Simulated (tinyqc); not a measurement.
What moves the results: strain-driven crossing of the Gamma and L valleys in a germanium-like crystal alloyed with tin. A value that a table varies takes the place of the one given here.

Biaxial loads: e0 is the in-plane strain e_par and the normal is free. (001): e_perp = -2 (C12/C11) e_par; exx = eyy = e_par, ezz = e_perp, no shear. (111): e_perp = -(2 C11 + 4 C12 - 4 C44)/(C11 + 2 C12 + 4 C44) e_par; exx = eyy = ezz = (2 e_par + e_perp)/3 and exy = eyz = ezx = (e_perp - e_par)/3. (110): e_perp = -(C11 + 3 C12 - 2 C44)/(C11 + C12 + 2 C44) e_par; exx = eyy = (e_par + e_perp)/2, ezz = e_par, exy = (e_perp - e_par)/2, eyz = ezx = 0. Uniaxial loads: a stress along n, scaled so that n.e.n = e0, with exx = s11 sxx + s12 (syy + szz), exy = s44 sxy/2, s11 = (C11 + C12)/((C11 - C12)(C11 + 2 C12)), s12 = -C12/((C11 - C12)(C11 + 2 C12)), s44 = 1/C44.

Edges from the unstrained valence top: Gamma at Eg + ac tr(e); an L valley with unit axis u at EgL + aL tr(e) + XuL (u.e.u - tr(e)/3), u along [111], [1-1-1], [-11-1], [-1-11]; valence edges are the levels of the 6 x 6 matrix of X, Y, Z times spin with -Dso/3 + l exx + m (eyy + ezz) on the diagonal (cyclic), n exy off it, l = av + 2 b, m = av - b, n = sqrt(3) d. Spin-orbit term (Dso/3) L.sigma on X, Y, Z with (L_k)_ij = -i epsilon_kij: <X+|H|Y+> = -i Dso/3, <X+|H|Z-> = Dso/3, <Y+|H|Z-> = -i Dso/3, <Z+|H|X-> = -Dso/3, <Z+|H|Y-> = i Dso/3, <X-|H|Y-> = i Dso/3, and their conjugates; + and - are the spin along z.

With tin the unstrained gaps become E(y) = (1 - y) E + y EgS - CS y (1 - y); all other values are kept.
Constants: kB = 8.617333262e-05 eV/K.

Parameters, chosen for this exercise (near those of Ge, gaps at low temperature; not measured data):
```
symbol  value            unit  meaning
Eg      0.903            eV    gap at Gamma to the s-like level
EgL     0.737            eV    gap to L
Dso     0.289            eV    spin-orbit splitting
ac      -8.3             eV    conduction deformation potential
av      1.25             eV    valence hydrostatic potential
b       -2.52            eV    tetragonal shear potential
d       -5.23            eV    trigonal shear potential
aL      -1.46            eV    hydrostatic potential of the L edge, Xd + Xu/3
XuL     16.64            eV    uniaxial potential, L
y       0.059                  tin fraction
EgS     (-0.409, 0.089)  eV    Gamma and L gaps of the tin end
CS      (2.9, 1.13)      eV    bowing of the Gamma and L gaps
C11     128.6            GPa
C12     49.3             GPa
C44     66.3             GPa
load    biaxial (001)          kind of strain
mG      0.0401           m0    mass at Gamma
mL      0.535            m0    density-of-states mass of the four L valleys together
T       300              K     temperature
e0      0.0136                 size of the strain
```

## Which strain makes the gap direct

For tension the difference Gamma minus lowest L is linear in e0; slope per 1 % and the e0 at which it vanishes (a dash: no crossing below 15 %), with the gap there.

Results:
```
load            slope (meV per 1 %)  crossing e0 (%)  gap at the crossing (eV)
biaxial (001)                 -84.4             0.34                     0.608
biaxial (110)                 -23.9             1.19                     0.424
biaxial (111)                  43.0                -                         -
uniaxial [100]                -30.5             0.94                     0.595
uniaxial [111]                 -3.4             8.36                    -0.169
uniaxial [110]                 16.0                -                         -
```

What does this show, and why?

The smallest strain is needed for biaxial (001) (0.34 %), then uniaxial [100] (0.94 %). No crossing below 15 % is found for biaxial (111) and uniaxial [110]: shear splits the L valleys and pulls the lowest down as fast as or faster than Gamma. Loads without off-diagonal strain, (001) and [100], gain (ac - aL) tr(e) = -68 meV per 1 % of volume. Crossings beyond about 3 % are sensitive to second-order terms, left out here. For uniaxial [111] the slope is a near cancellation, so terms beyond this linear model decide. A gap at or below zero marks a crossing beyond the range of this linear model.

## Sweep of a biaxial (001) strain

The valence splitting is the distance of the top two edges. Share in Gamma = mG^(3/2)/(mG^(3/2) + (mL^(3/2)/4) sum_i exp(-(E_Li - E_Gamma)/kT)).

Results:
```
e0 (%)  direct gap (eV)  indirect gap (eV)  Gamma - L (meV)  valence splitting (meV)  share in Gamma (%)
-0.72             0.717              0.628               89                       56              0.0648
-0.27             0.684              0.633               51                       23               0.281
0.17              0.637              0.622               14                       16                1.17
0.62              0.559              0.583              -24                       60                4.89
1.06              0.480              0.541              -61                      107                17.8
1.51              0.396              0.495              -99                      158                48.4
1.95              0.312              0.447             -136                      210                79.8
2.40              0.224              0.398             -174                      265                94.5
```

What can be read from the table?

Gamma drops below the lowest L valley between e0 = 0.17 and 0.62 %. The direct gap goes from 0.717 to 0.224 eV; of that change -0.126 eV comes from the rise of the valence top through the shear terms and the rest from the volume. The share in Gamma goes from 0.0648 to 94.5 %.

## What each parameter does

Direct gap, Gamma minus the lowest L edge and the valence splitting. Each row changes one parameter from the base and keeps the others.

Results:
```
case              direct gap (eV)  Gamma - L (meV)  valence splitting (meV)
base                       0.4240            -86.2                    140.9
XuL = 19.136 eV            0.4240            -86.2                    140.9
d = -4.4455 eV             0.4240            -86.2                    140.9
av = 1.4375 eV             0.4209            -86.2                    140.9
b = -2.898 eV              0.4095            -86.2                    164.5
ac = -7.055 eV             0.4449            -65.3                    140.9
Dso = 0.24565 eV           0.4215            -86.2                    143.4
e0 = 0.01564               0.3855           -103.4                    164.5
```

How do the results move?

The largest shifts from the base row, up to three for each result and ties (the steps differ in size, so this ranks the rows, not the parameters). direct gap (eV): e0 -0.0385, ac +0.0209, b -0.0145; unchanged at the printed digits by XuL and d. Gamma - L (meV): ac +20.9, e0 -17.2; unchanged at the printed digits by XuL, d, av, b and Dso. valence splitting (meV): e0 +23.6, b +23.6, Dso +2.5; unchanged at the printed digits by XuL, d, av and ac.

(tinyqc, `OMP_NUM_THREADS=1 python tinyqc.py 1051596 1051597 out.jsonl`, Intel(R) Xeon(R) Processor @ 2.30GHz, 1 thread, shared host, about 0.01 s.)
